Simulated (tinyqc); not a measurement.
Inside a calculation. Method: ROHF in the 6-311g basis, for H2+, spin multiplicity 2. One step of it, computed by the program tinyqc.

Task: Iteration 2: Roothaan effective Fock matrix. With projectors Pc = D(beta) S, Po = (D(alpha) - D(beta)) S, Pv = 1 - D(alpha) S, the block xy is Px^T F Py; with Fc = (F(alpha) + F(beta))/2, the blocks are Fc for cc, oo, vv and cv, F(beta) for co and F(alpha) for ov.

F(alpha) (hartree):
```
,1H 1s,1H 2s,1H 3s,2H 1s,2H 2s,2H 3s
1H 1s,-0.075716,-0.867264,-0.674915,-0.547229,-0.685001,-0.580520
1H 2s,-0.867264,-0.874906,-0.744718,-0.685001,-0.816864,-0.695716
1H 3s,-0.674915,-0.744718,-0.629391,-0.580520,-0.695716,-0.606940
2H 1s,-0.547229,-0.685001,-0.580520,-0.075716,-0.867264,-0.674915
2H 2s,-0.685001,-0.816864,-0.695716,-0.867264,-0.874906,-0.744718
2H 3s,-0.580520,-0.695716,-0.606940,-0.674915,-0.744718,-0.629391
```

F(beta) (hartree):
```
,1H 1s,1H 2s,1H 3s,2H 1s,2H 2s,2H 3s
1H 1s,0.399367,-0.404906,-0.358709,-0.270084,-0.315613,-0.289443
1H 2s,-0.404906,-0.361171,-0.371812,-0.315613,-0.356151,-0.338710
1H 3s,-0.358709,-0.371812,-0.348629,-0.289443,-0.338710,-0.331298
2H 1s,-0.270084,-0.315613,-0.289443,0.399367,-0.404906,-0.358709
2H 2s,-0.315613,-0.356151,-0.338710,-0.404906,-0.361171,-0.371812
2H 3s,-0.289443,-0.338710,-0.331298,-0.358709,-0.371812,-0.348629
```

D(alpha) after iteration 1:
```
,1H 1s,1H 2s,1H 3s,2H 1s,2H 2s,2H 3s
1H 1s,0.046000,0.081740,0.006793,0.046000,0.081740,0.006793
1H 2s,0.081740,0.145250,0.012071,0.081740,0.145250,0.012071
1H 3s,0.006793,0.012071,0.001003,0.006793,0.012071,0.001003
2H 1s,0.046000,0.081740,0.006793,0.046000,0.081740,0.006793
2H 2s,0.081740,0.145250,0.012071,0.081740,0.145250,0.012071
2H 3s,0.006793,0.012071,0.001003,0.006793,0.012071,0.001003
```

D(beta) after iteration 1:
```
,1H 1s,1H 2s,1H 3s,2H 1s,2H 2s,2H 3s
1H 1s,0.000000,0.000000,0.000000,0.000000,0.000000,0.000000
1H 2s,0.000000,0.000000,0.000000,0.000000,0.000000,0.000000
1H 3s,0.000000,0.000000,0.000000,0.000000,0.000000,0.000000
2H 1s,0.000000,0.000000,0.000000,0.000000,0.000000,0.000000
2H 2s,0.000000,0.000000,0.000000,0.000000,0.000000,0.000000
2H 3s,0.000000,0.000000,0.000000,0.000000,0.000000,0.000000
```

overlap S:
```
,1H 1s,1H 2s,1H 3s,2H 1s,2H 2s,2H 3s
1H 1s,1.000000,0.706377,0.373664,0.140303,0.324190,0.280865
1H 2s,0.706377,1.000000,0.788963,0.324190,0.612446,0.623687
1H 3s,0.373664,0.788963,1.000000,0.280865,0.623687,0.856762
2H 1s,0.140303,0.324190,0.280865,1.000000,0.706377,0.373664
2H 2s,0.324190,0.612446,0.623687,0.706377,1.000000,0.788963
2H 3s,0.280865,0.623687,0.856762,0.373664,0.788963,1.000000
```

Give: effective F.

Result:

effective F (hartree):
```
,1H 1s,1H 2s,1H 3s,2H 1s,2H 2s,2H 3s
1H 1s,0.1276,-0.6513,-0.5118,-0.4429,-0.5156,-0.4300
1H 2s,-0.6513,-0.5976,-0.5174,-0.5156,-0.5661,-0.4764
1H 3s,-0.5118,-0.5174,-0.4349,-0.4300,-0.4764,-0.4150
2H 1s,-0.4429,-0.5156,-0.4300,0.1276,-0.6513,-0.5118
2H 2s,-0.5156,-0.5661,-0.4764,-0.6513,-0.5976,-0.5174
2H 3s,-0.4300,-0.4764,-0.4150,-0.5118,-0.5174,-0.4349
```
